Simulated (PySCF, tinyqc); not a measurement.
RHF in the 3-21g basis, for H3+, spin multiplicity 1, step by step (part 2 of 2). The lowest restricted solution is unstable here: a spin-polarised one lies 0.0018 hartree lower (PySCF). Computed by tinyqc, a small Python program that keeps every step (integrals from PySCF). Command: `OMP_NUM_THREADS=1 python tinyqc.py 20810 20811 out.jsonl` (the two numbers bound the seeds that draw the settings). One thread of a shared host (Intel(R) Xeon(R) Processor @ 2.60GHz), about 0.08 s of CPU time with the checks.

Geometry (angstrom):
```
atom        x        y        z
H     0.00000  0.00000  0.00000
H     0.00000  0.00000  1.49900
H     0.00000  1.46200  0.33300
```

## Iteration 3: diagonalisation and new density

extrapolated F (hartree):
```
          1H 1s     1H 2s     2H 1s     2H 2s     3H 1s     3H 2s
1H 1s  -0.07618  -0.56882  -0.16800  -0.31850  -0.16785  -0.31836
1H 2s  -0.56882  -0.58819  -0.31140  -0.44487  -0.31125  -0.44472
2H 1s  -0.16800  -0.31140  -0.07141  -0.52960  -0.08337  -0.21208
2H 2s  -0.31850  -0.44487  -0.52960  -0.52321  -0.21207  -0.34352
3H 1s  -0.16785  -0.31125  -0.08337  -0.21207  -0.07142  -0.52956
3H 2s  -0.31836  -0.44472  -0.21208  -0.34352  -0.52956  -0.52314
```

X:
```
          1H 1s     1H 2s     2H 1s     2H 2s     3H 1s     3H 2s
1H 1s   1.24932  -0.50521   0.03061   0.02927   0.03059   0.02930
1H 2s  -0.50521   1.49093   0.01770  -0.30560   0.01772  -0.30542
2H 1s   0.03061   0.01770   1.24362  -0.48686   0.00673   0.03612
2H 2s   0.02927  -0.30560  -0.48686   1.39531   0.03610  -0.14113
3H 1s   0.03059   0.01772   0.00673   0.03610   1.24361  -0.48685
3H 2s   0.02930  -0.30542   0.03612  -0.14113  -0.48685   1.39518
```

Diagonalise F' = X^T F X, C = X C', fill 1 alpha and 1 beta electrons from the bottom; D = 2 C_occ C_occ^T. Each column has its largest component positive (the first on a tie).

F' = X^T F X (hartree):
```
          1         2         3         4         5         6
1   0.41788  -0.63386  -0.00219  -0.09694  -0.00213  -0.09687
2  -0.63386  -0.02889  -0.10629  -0.16199  -0.10623  -0.16195
3  -0.00219  -0.10629   0.38731  -0.59849   0.00737  -0.04488
4  -0.09694  -0.16199  -0.59849  -0.04197  -0.04489  -0.13140
5  -0.00213  -0.10623   0.00737  -0.04489   0.38725  -0.59845
6  -0.09687  -0.16195  -0.04488  -0.13140  -0.59845  -0.04200
```

orbital energies (hartree): MO1 -0.83340, MO2 -0.33766, MO3 -0.24111, MO4 0.77751, MO5 0.80698, MO6 0.90726

coefficients C:
```
           MO1       MO2       MO3       MO4       MO5       MO6
1H 1s  0.20395  -0.00016   0.25141  -0.68618   0.00100   1.11533
1H 2s  0.34905  -0.00038   0.87875   0.94590  -0.00127  -0.93629
2H 1s  0.17316  -0.24134  -0.14066   0.75471  -0.91898   0.51390
2H 2s  0.29797  -0.63398  -0.50833  -0.76540   0.95710  -0.21999
3H 1s  0.17311   0.24155  -0.14039   0.75656   0.91775   0.51334
3H 2s  0.29792   0.63458  -0.50734  -0.76723  -0.95565  -0.21943
```

D after iteration 3:
```
         1H 1s    1H 2s    2H 1s    2H 2s    3H 1s    3H 2s
1H 1s  0.08319  0.14237  0.07063  0.12154  0.07061  0.12152
1H 2s  0.14237  0.24367  0.12088  0.20801  0.12085  0.20798
2H 1s  0.07063  0.12088  0.05997  0.10319  0.05995  0.10318
2H 2s  0.12154  0.20801  0.10319  0.17757  0.10316  0.17754
3H 1s  0.07061  0.12085  0.05995  0.10316  0.05993  0.10315
3H 2s  0.12152  0.20798  0.10318  0.17754  0.10315  0.17752
```

## Iteration 4: building the Fock matrix

core Hamiltonian H = T + V (hartree):
```
          1H 1s     1H 2s     2H 1s     2H 2s     3H 1s     3H 2s
1H 1s  -0.87745  -0.94545  -0.10144  -0.34737  -0.10127  -0.34715
1H 2s  -0.94545  -1.10335  -0.33712  -0.62192  -0.33688  -0.62166
2H 1s  -0.10144  -0.33712  -0.80751  -0.90029  -0.02209  -0.18745
2H 2s  -0.34737  -0.62192  -0.90029  -1.03810  -0.18744  -0.42832
3H 1s  -0.10127  -0.33688  -0.02209  -0.18744  -0.80741  -0.90022
3H 2s  -0.34715  -0.62166  -0.18745  -0.42832  -0.90022  -1.03801
```

nuclear repulsion = 0.9889141 hartree

Given earlier and not repeated: Two-electron integrals (ij|kl) in chemists' order.

J_ij = sum D_kl (ij|kl), K_ij = sum D_kl (ik|jl); F = H + J - 0.5 K; E = tr D H + tr D J / 2 - 0.25 tr D K + E_nn.

Coulomb J (hartree):
```
         1H 1s    1H 2s    2H 1s    2H 2s    3H 1s    3H 2s
1H 1s  1.07810  0.65209  0.03237  0.20020  0.03230  0.20005
1H 2s  0.65209  0.84747  0.18207  0.41981  0.18190  0.41961
2H 1s  0.03237  0.18207  0.93422  0.57169  0.00483  0.09266
2H 2s  0.20020  0.41981  0.57169  0.76687  0.09264  0.27402
3H 1s  0.03230  0.18190  0.00483  0.09264  0.93399  0.57155
3H 2s  0.20005  0.41961  0.09266  0.27402  0.57155  0.76674
```

exchange K (hartree):
```
         1H 1s    1H 2s    2H 1s    2H 2s    3H 1s    3H 2s
1H 1s  0.55375  0.55096  0.19791  0.34271  0.19778  0.34257
1H 2s  0.55096  0.66466  0.31274  0.48557  0.31256  0.48539
2H 1s  0.19791  0.31274  0.39621  0.40202  0.13223  0.23462
2H 2s  0.34271  0.48557  0.40202  0.50399  0.23458  0.37848
3H 1s  0.19778  0.31256  0.13223  0.23458  0.39597  0.40179
3H 2s  0.34257  0.48539  0.23462  0.37848  0.40179  0.50375
```

Fock matrix F (hartree):
```
          1H 1s     1H 2s     2H 1s     2H 2s     3H 1s     3H 2s
1H 1s  -0.07623  -0.56884  -0.16802  -0.31853  -0.16786  -0.31838
1H 2s  -0.56884  -0.58821  -0.31142  -0.44489  -0.31126  -0.44474
2H 1s  -0.16802  -0.31142  -0.07139  -0.52961  -0.08339  -0.21210
2H 2s  -0.31853  -0.44489  -0.52961  -0.52323  -0.21209  -0.34354
3H 1s  -0.16786  -0.31126  -0.08339  -0.21209  -0.07141  -0.52957
3H 2s  -0.31838  -0.44474  -0.21210  -0.34354  -0.52957  -0.52315
```

total energy of this density = -1.1234099 hartree

## Iteration 4: DIIS over 4 matrices

error matrix X^T (FDS - SDF) X:
```
         1         2         3         4         5         6
1  0.00000  -0.00004  -0.00002  -0.00002  -0.00002  -0.00002
2  0.00004   0.00000   0.00001   0.00002   0.00001   0.00002
3  0.00002  -0.00001   0.00000   0.00001   0.00000   0.00001
4  0.00002  -0.00002  -0.00001   0.00000  -0.00001   0.00000
5  0.00002  -0.00001   0.00000   0.00001   0.00000   0.00001
6  0.00002  -0.00002  -0.00001   0.00000  -0.00001   0.00000
```

B (overlaps of the stored error matrices):
```
                1               2              3               4
1   6.9853328e-02   6.4593048e-03  2.4321719e-04  -1.4205794e-05
2   6.4593048e-03   7.8172393e-04  4.9111264e-05  -8.2427159e-07
3   2.4321719e-04   4.9111264e-05  4.7700218e-06   3.4175071e-08
4  -1.4205794e-05  -8.2427159e-07  3.4175071e-08   6.4986221e-09
```

Minimise |sum c_i e_i|^2 with sum c_i = 1: solve [B -1; -1 0][c; lambda] = [0; -1] with B_ij = tr e_i^T e_j, and take F = sum c_i F_i.

DIIS coefficients: -0.00129  0.02349  -0.18408  1.16188

extrapolated F (hartree):
```
          1H 1s     1H 2s     2H 1s     2H 2s     3H 1s     3H 2s
1H 1s  -0.07622  -0.56885  -0.16802  -0.31853  -0.16787  -0.31839
1H 2s  -0.56885  -0.58821  -0.31142  -0.44489  -0.31126  -0.44475
2H 1s  -0.16802  -0.31142  -0.07139  -0.52961  -0.08338  -0.21210
2H 2s  -0.31853  -0.44489  -0.52961  -0.52323  -0.21209  -0.34354
3H 1s  -0.16787  -0.31126  -0.08338  -0.21209  -0.07141  -0.52956
3H 2s  -0.31839  -0.44475  -0.21210  -0.34354  -0.52956  -0.52315
```

## Iteration 4: diagonalisation and new density

As before.

F' = X^T F X (hartree):
```
          1         2         3         4         5         6
1   0.41783  -0.63385  -0.00220  -0.09697  -0.00214  -0.09690
2  -0.63385  -0.02890  -0.10629  -0.16199  -0.10623  -0.16196
3  -0.00220  -0.10629   0.38734  -0.59850   0.00736  -0.04489
4  -0.09697  -0.16199  -0.59850  -0.04197  -0.04490  -0.13141
5  -0.00214  -0.10623   0.00736  -0.04490   0.38728  -0.59847
6  -0.09690  -0.16196  -0.04489  -0.13141  -0.59847  -0.04200
```

orbital energies (hartree): MO1 -0.83345, MO2 -0.33764, MO3 -0.24109, MO4 0.77752, MO5 0.80701, MO6 0.90723

coefficients C:
```
           MO1       MO2       MO3       MO4       MO5       MO6
1H 1s  0.20397  -0.00016   0.25141  -0.68655   0.00101   1.11510
1H 2s  0.34902  -0.00038   0.87875   0.94621  -0.00129  -0.93597
2H 1s  0.17316  -0.24133  -0.14066   0.75453  -0.91899   0.51416
2H 2s  0.29798  -0.63398  -0.50833  -0.76531   0.95710  -0.22026
3H 1s  0.17310   0.24154  -0.14039   0.75641   0.91775   0.51358
3H 2s  0.29793   0.63459  -0.50734  -0.76716  -0.95563  -0.21968
```

D after iteration 4:
```
         1H 1s    1H 2s    2H 1s    2H 2s    3H 1s    3H 2s
1H 1s  0.08321  0.14238  0.07064  0.12156  0.07062  0.12154
1H 2s  0.14238  0.24363  0.12087  0.20800  0.12083  0.20797
2H 1s  0.07064  0.12087  0.05997  0.10319  0.05995  0.10318
2H 2s  0.12156  0.20800  0.10319  0.17758  0.10316  0.17755
3H 1s  0.07062  0.12083  0.05995  0.10316  0.05993  0.10315
3H 2s  0.12154  0.20797  0.10318  0.17755  0.10315  0.17753
```

## Iteration 5 (converged): orbitals

converged F (hartree):
```
          1H 1s     1H 2s     2H 1s     2H 2s     3H 1s     3H 2s
1H 1s  -0.07622  -0.56884  -0.16802  -0.31853  -0.16786  -0.31839
1H 2s  -0.56884  -0.58820  -0.31142  -0.44489  -0.31126  -0.44474
2H 1s  -0.16802  -0.31142  -0.07139  -0.52961  -0.08338  -0.21210
2H 2s  -0.31853  -0.44489  -0.52961  -0.52323  -0.21209  -0.34354
3H 1s  -0.16786  -0.31126  -0.08338  -0.21209  -0.07140  -0.52956
3H 2s  -0.31839  -0.44474  -0.21210  -0.34354  -0.52956  -0.52315
```

As before.

F' = X^T F X (hartree):
```
          1         2         3         4         5         6
1   0.41783  -0.63385  -0.00220  -0.09696  -0.00214  -0.09690
2  -0.63385  -0.02889  -0.10629  -0.16199  -0.10623  -0.16196
3  -0.00220  -0.10629   0.38734  -0.59850   0.00736  -0.04489
4  -0.09696  -0.16199  -0.59850  -0.04197  -0.04490  -0.13141
5  -0.00214  -0.10623   0.00736  -0.04490   0.38728  -0.59847
6  -0.09690  -0.16196  -0.04489  -0.13141  -0.59847  -0.04200
```

orbital energies (hartree): MO1 -0.83344, MO2 -0.33764, MO3 -0.24110, MO4 0.77752, MO5 0.80701, MO6 0.90723

coefficients C:
```
           MO1       MO2       MO3       MO4       MO5       MO6
1H 1s  0.20397  -0.00016   0.25142  -0.68656   0.00101   1.11510
1H 2s  0.34902  -0.00038   0.87875   0.94622  -0.00129  -0.93597
2H 1s  0.17316  -0.24133  -0.14066   0.75453  -0.91899   0.51416
2H 2s  0.29798  -0.63398  -0.50833  -0.76531   0.95710  -0.22026
3H 1s  0.17310   0.24154  -0.14039   0.75640   0.91775   0.51359
3H 2s  0.29793   0.63459  -0.50734  -0.76716  -0.95563  -0.21969
```

D after iteration 5:
```
         1H 1s    1H 2s    2H 1s    2H 2s    3H 1s    3H 2s
1H 1s  0.08321  0.14238  0.07064  0.12156  0.07062  0.12154
1H 2s  0.14238  0.24363  0.12087  0.20800  0.12083  0.20797
2H 1s  0.07064  0.12087  0.05997  0.10319  0.05995  0.10318
2H 2s  0.12156  0.20800  0.10319  0.17758  0.10316  0.17755
3H 1s  0.07062  0.12083  0.05995  0.10316  0.05993  0.10315
3H 2s  0.12154  0.20797  0.10318  0.17755  0.10315  0.17753
```

## Convergence

Stop when the energy changes by less than 1e-08 hartree and every element of the error matrix X^T (F D S - S D F) X is below 3e-05.

Course of the cycle:
```
iteration  E (hartree)     change  largest element of the error matrix
1           -1.1064733          -                             1.02e-01
2           -1.1232459  -1.68e-02                             8.58e-03
3           -1.1234090  -1.63e-04                             5.91e-04
4           -1.1234099  -8.84e-07                             3.50e-05
5           -1.1234099  -1.15e-09                             1.73e-06
```

PySCF RHF in the same basis = -1.1234099 hartree

Converged in 5 iterations.

## Populations, bond orders and dipole

overlap S:
```
         1H 1s    1H 2s    2H 1s    2H 2s    3H 1s    3H 2s
1H 1s  1.00000  0.64590  0.03044  0.19205  0.03038  0.19191
1H 2s  0.64590  1.00000  0.19205  0.47951  0.19191  0.47930
2H 1s  0.03044  0.19205  1.00000  0.64590  0.00477  0.09790
2H 2s  0.19205  0.47951  0.64590  1.00000  0.09790  0.31859
3H 1s  0.03038  0.19191  0.00477  0.09790  1.00000  0.64590
3H 2s  0.19191  0.47930  0.09790  0.31859  0.64590  1.00000
```

Mulliken: Z minus the diagonal of D S on the atom; Loewdin: the same with S^(1/2) D S^(1/2); Mayer order: 2 sum_s sum (D(s) S)_ij (D(s) S)_ji over the two atoms.

Charges (e):
```
atom  Mulliken  Loewdin
1H     0.19245  0.19541
2H     0.40364  0.40216
3H     0.40391  0.40243
```

Mayer bond orders:
```
pair    order
2-1   0.48159
3-1   0.48138
3-2   0.35548
```

dipole moment about the origin, x y z (debye): 0.00000  2.83697  3.55303
